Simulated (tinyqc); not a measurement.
# Frequency dispersion of an accumulation capacitance by border traps, distributed model: effect of the insulator thickness

Traps spread evenly through the insulator exchange electrons with the semiconductor by tunnelling, with tau(x) = t0 exp(2 ka x) at depth x from the interface. The admittance per area Y seen at depth x obeys dY/dx = -Y^2/(i w eps0 eox) + q Nb ln(1 + i w tau)/tau, with Y(0) = i w Cs and w = 2 pi f; the gate sees Y(tox) = G + i w C. Working variable y = Y/(i w), in uF/cm^2. Cox = eps0 eox/tox.

Cox; trap-free value 1/(1/Cox + 1/Cs); response depth d = ln(1/(w t0))/(2 ka), where w tau = 1; lumped estimate: all traps within d act as C_bt = q Nb d placed at d/2, so C = 1/{1/[1/(1/Cs + d/(2 eps0 eox)) + C_bt] + (tox - d/2)/(eps0 eox)}. C and G from a fine integration; dispersion -d C/d log10 f over C, from f times and over 1.1. For a broad spread of time constants G/w is close to -(pi/2) dC/d ln w.

Values chosen for this exercise; permittivity close to that of zirconium oxide:
- eox = 21.5 (relative permittivity of the insulator)
- Cs = 0.85 uF/cm^2 (semiconductor capacitance in accumulation)
- Nb = 2.1e19 cm^-3 eV^-1 (density of border traps)
- ka = 5.3 1/nm (decay constant of the wave function in the insulator)
- t0 = 2e-9 s (time constant of a trap at the interface)
- f = 100 Hz (frequency)

Constants: q = 1.602176634e-19 C, eps0 = 8.8541878128e-14 F/cm where lengths are in cm. Results are converted to the units shown.

The same in every row: d (nm) = 1.282.

Effect of the insulator thickness:
columns A: tox (nm); B: C (uF/cm^2); C: G/w (uF/cm^2); D: dispersion (% a decade); E: -(pi/2) dC/d ln w (uF/cm^2); F: lumped C (uF/cm^2); G: trap-free C (uF/cm^2)
```
A         B        C      D        E       F       G
2     1.185  0.04595  5.691  0.04602   1.154  0.7803
2.8   1.129  0.04181  5.425  0.04180   1.101  0.7555
3.9   1.060  0.03685  5.093  0.03683   1.035  0.7239
5.4  0.9786  0.03139  4.700  0.03137  0.9568  0.6849
7.5  0.8833  0.02557  4.241  0.02556  0.8655  0.6368
10   0.7915  0.02053  3.800  0.02052  0.7771  0.5876
14   0.6787  0.01509  3.257  0.01508  0.6680  0.5230
20   0.5592  0.01024  2.683  0.01023  0.5518  0.4490
```

As tox goes from 2 to 20, C falls from 1.19 to 0.559 uF/cm^2, the dispersion falls from 5.69 to 2.68 % a decade and G/w falls from 0.0459 to 0.0102 uF/cm^2. The lumped estimate is 2.7 % below C in the first row and 1.3 % below it in the last.

tinyqc, about 0.6 s, one thread, Intel Xeon 2.30GHz (shared host): `OMP_NUM_THREADS=1 python tinyqc.py 2202071 2202072 out.jsonl`
